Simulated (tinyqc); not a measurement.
MP2 on RHF in the sto-6g basis, for H2, spin multiplicity 1, step by step. One step of it, computed by the program tinyqc.

Question. Iteration 1: building the Fock matrix. J_ij = sum D_kl (ij|kl), K_ij = sum D_kl (ik|jl); F = H + J - 0.5 K; E = tr D H + tr D J / 2 - 0.25 tr D K + E_nn.

D at the start:
```
          1H 1s     2H 1s
1H 1s  0.623195  0.623195
2H 1s  0.623195  0.623195
```

core Hamiltonian H = T + V (hartree):
```
           1H 1s      2H 1s
1H 1s  -1.073079  -0.864723
2H 1s  -0.864723  -1.073079
```

Two-electron integrals (ij|kl) in chemists' order, unique and non-zero (hartree):
```
(11|11) 0.774999   (21|11) 0.397187   (21|21) 0.244471   (22|11) 0.538502
(22|21) 0.397187   (22|22) 0.774999
```

nuclear repulsion = 0.64142692 hartree

Give: Coulomb J; exchange K; Fock matrix F; total energy of this density.

Answer.

Coulomb J (hartree):
```
       1H 1s  2H 1s
1H 1s  1.314  0.800
2H 1s  0.800  1.314
```

exchange K (hartree):
```
       1H 1s  2H 1s
1H 1s  1.130  0.983
2H 1s  0.983  1.130
```

Fock matrix F (hartree):
```
        1H 1s   2H 1s
1H 1s  -0.325  -0.556
2H 1s  -0.556  -0.325
```

total energy of this density = -1.11531 hartree
